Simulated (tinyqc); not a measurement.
Inside a calculation. Method: Hubbard chain of 2 sites. Computed by tinyqc, a small Python program that keeps every step. Settings: hopping = 1.35, U = 10.8, mixing = 1, iteration cap = 51. Command: `OMP_NUM_THREADS=1 python tinyqc.py 28995 28996 out.jsonl` (the two numbers bound the seeds that draw the settings). One thread of a shared host (Intel(R) Xeon(R) Processor @ 2.60GHz), about 0.1 s of CPU time with the checks. Later iterations appear only in the table of the cycle.

## Mean-field iteration 1

one-body matrix (hopping and site energies) (eV):
```
           1          2
1  -0.380000  -1.350000
2  -1.350000   0.780000
```

U = 10.800000 eV

electrons, up and down: 1  1

mixing = 1

n(up) at the start (a guess, not normalised): 1 0.800000, 2 0.200000

n(down) at the start (a guess): 1 0.200000, 2 0.800000

H(up) = T + U n(down), H(down) = T + U n(up); fill the lowest levels; n(new) = n + mixing (n(out) - n); E = tr T (rho up + rho down) + U sum n_up n_down of the output.

levels, up (eV): 1.548469  9.651531

levels, down (eV): 2.617032  8.582968

energy = 0.169391 eV

n(up) after iteration 1: 1 0.971427, 2 0.028573

n(down) after iteration 1: 1 0.054135, 2 0.945865

## Mean-field iteration 2

As before.

levels, up (eV): 0.038330  11.161670

levels, down (eV): 0.890933  10.309067

energy = 0.059670 eV

n(up) after iteration 2: 1 0.985047, 2 0.014953

n(down) after iteration 2: 1 0.020987, 2 0.979013

## Convergence

Each step fills the lowest levels of T + U n(other spin) and sets n(new) = n + mixing (n(out) - n); stop when output and input agree to 1e-8.

Course of the cycle:

| iteration | E (eV) | largest \|n(out) - n(in)\| | mean \|n_up - n_down\| |
|---|---|---|---|
| 1 | 0.16939095 | 1.71e-01 | 0.917291 |
| 2 | 0.05966969 | 3.31e-02 | 0.964060 |
| 3 | 0.05880147 | 1.73e-03 | 0.967020 |
| 4 | 0.05879772 | 1.49e-04 | 0.967227 |
| 5 | 0.05879770 | 7.04e-06 | 0.967239 |
| 6 | 0.05879770 | 6.00e-07 | 0.967240 |
| 7 | 0.05879770 | 2.84e-08 | 0.967240 |
| 8 | 0.05879770 | 2.42e-09 | 0.967240 |

local moments n_up - n_down: 1 0.967240, 2 -0.967240

Converged in 8 iterations. Before convergence this energy mixes input and output and is not variational, so it may rise towards its limit.

## The many-body Hamiltonian

Basis: all placements (u, d, 2, 0 on each site), up operators ordered before down ones; hops carry the sign of the same-spin electrons passed.

H (eV), lower triangle:
```
           20         ud         du         02
20  10.040000
ud  -1.350000   0.400000
du  -1.350000   0.000000   0.400000
02   0.000000  -1.350000  -1.350000  12.360000
```

## Exact diagonalisation (4 states)

Lowest levels of the sector, and the double occupancy of the lowest state.

lowest levels (eV): -0.243648  0.400000  10.349865  12.693783

double occupancy per site = 0.027148

The mean-field solution above lies 0.3024 eV above the exact energy.
